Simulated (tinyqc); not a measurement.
# Thin film between two gates, subbands and threshold shift from confinement: two studies

Undoped body with a flat potential across it, hard walls, transport along x. Three valley pairs (g = 2 each) with the longitudinal mass along x, y or z. Non-parabolicity enters the subband edges through E (1 + al E) = gamma, so E = 2 gamma/(1 + sqrt(1 + 4 al gamma)); motion within a subband is taken as parabolic with the band-edge mass. Energies are counted from the bulk band edge.

Inputs (values chosen for the exercise); masses close to those of silicon: temperature T = 400 K; longitudinal mass ml = 0.913 m0; transverse mass mt = 0.188 m0; non-parabolicity al = 0.5 1/eV; film thickness (along z) t = 3.4 nm; widening of the box by penetration into the insulator dl = 0.3 nm; gate capacitance per area of interface Cg = 2.8 uF/cm^2.

Constants: q = 1.602176634e-19 C, kB = 1.380649e-23 J/K, hbar = 1.054571817e-34 J s, m0 = 9.1093837015e-31 kg, Vt = kB T/q, hbar^2/(2 m0) = 0.0380998212 eV nm^2. Results are converted to the units shown.

Each table varies one quantity; the others keep the values above.

## Confinement against the film thickness

gamma = C (pi k/(t + dl))^2/mz, C = hbar^2/(2 m0). Each subband has N_k = g sqrt(mx my) m0 kB T/(pi hbar^2); without degeneracy n = exp(EF/Vt) sum N_k exp(-E_k/Vt). Classical value Nc times t, Nc = sum over valleys of 2 g (m m0 kB T/(2 pi hbar^2))^1.5 with m = (mx my mz)^(1/3). Threshold shift dVT = Vt ln(classical value/sum N_k exp(-E_k/Vt)). With degeneracy n = sum N_k F((EF - E_k)/Vt), F(x) = ln(1 + exp(x)); gate: Vg = EF + q n/(Cg P), P = 2 (both faces), summed over the 60 lowest subbands at most, with Vg counted from the value that would put EF at the bulk band edge of an empty body. The last two columns are for Vg = 0.6 V; sensitivity d(dVT)/dt by central differences between 0.99 and 1.01 times the value.

Confinement against the film thickness:
```
t (nm)  E_1 (meV)  gap to the next edge (meV)  dVT (mV)  sensitivity (mV/nm)  n/P (cm^-2)  share of the lowest subband (%)
2           75.04                       198.9     89.67               -46.79     7.581e12                            96.91
2.7         44.76                       124.0     67.50               -22.43     8.319e12                            77.88
3.6         26.72                       76.29     50.81               -16.02     9.063e12                            52.94
4.7         16.34                       47.52     36.03               -10.83     9.612e12                            36.52
6.3         9.411                       27.72     23.59               -5.355     1.005e13                            25.39
8.4         5.427                       16.11     15.90               -2.487     1.038e13                            18.31
11          3.220                       9.599     11.28               -1.269     1.064e13                            13.56
15          1.758                       5.255     7.748              -0.6161     1.090e13                            9.648
20         0.9989                       2.991     5.512              -0.3248     1.112e13                            7.102
```

As t grows from 2 to 20 nm, E_1 falls from 75.0 to 0.999 meV and dVT falls from 89.7 to 5.51 mV. E_1 goes as t^(-1.72) at the thin end (-2 for a parabolic band without penetration); a thickness error of 0.2 nm moves the threshold by 9.4 mV in the first row and 0.065 mV in the last. The charge per interface area rises from 7.58e12 to 1.11e13 cm^-2. For t = 2, 2.7 the body is too thin for bulk effective masses to be reliable. In every row the charge in the last two columns would bend the potential across the body by some 30 mV or more, which is left out.

## Charge and subband filling against gate voltage

Same model as above.

Each subband has N_k = g sqrt(mx my) m0 kB T/(pi hbar^2). Cq = q dn/dEF.

Results:
```
Vg (V)  EF - E_1 (eV)  n (cm^-2)  n/P (cm^-2)  share of the lowest subband (%)  Cq/(Cg P)  total C/(Cg P)
-0.12         -0.1521   8.413e10     4.207e10                            77.65    0.06950         0.06498
0.01         -0.05609   1.274e12     6.369e11                            76.24     0.9878          0.4969
0.13         -0.01229   3.937e12     1.969e12                            72.98      2.716          0.7309
0.26          0.01589   7.496e12     3.748e12                            68.62      4.627          0.8223
0.38          0.03452   1.104e13     5.520e12                            64.46      6.322          0.8634
0.51          0.05040   1.503e13     7.514e12                            60.18      8.119          0.8903
0.63          0.06250   1.880e13     9.400e12                            56.57      9.746          0.9069
0.88          0.08281   2.683e13     1.341e13                            50.23      12.98          0.9285
```

Estimate the missing row, Vg = 0.76 V.

Computed row:
```
Vg (V)  EF - E_1 (eV)  n (cm^-2)  n/P (cm^-2)  share of the lowest subband (%)  Cq/(Cg P)  total C/(Cg P)
0.76          0.07372   2.295e13     1.148e13                            53.08      11.46          0.9197
```

With this row back in the table: EF passes E_1 = 0.0296 eV at Vg = 0.180 V. The share of the lowest subband falls from 77.7 to 50.2 % and the total capacitance rises from 0.0650 to 0.928 of Cg P. Between the last two rows 7.6 % of the added gate voltage goes into raising EF. For Vg = 0.26, 0.38, 0.51, 0.63, 0.76, 0.88 the charge would bend the potential across the body by some 30 mV or more, which is left out.

tinyqc, about 0.07 s, one thread, Intel Xeon 2.30GHz (shared host): `OMP_NUM_THREADS=1 python tinyqc.py 2350117 2350118 out.jsonl`
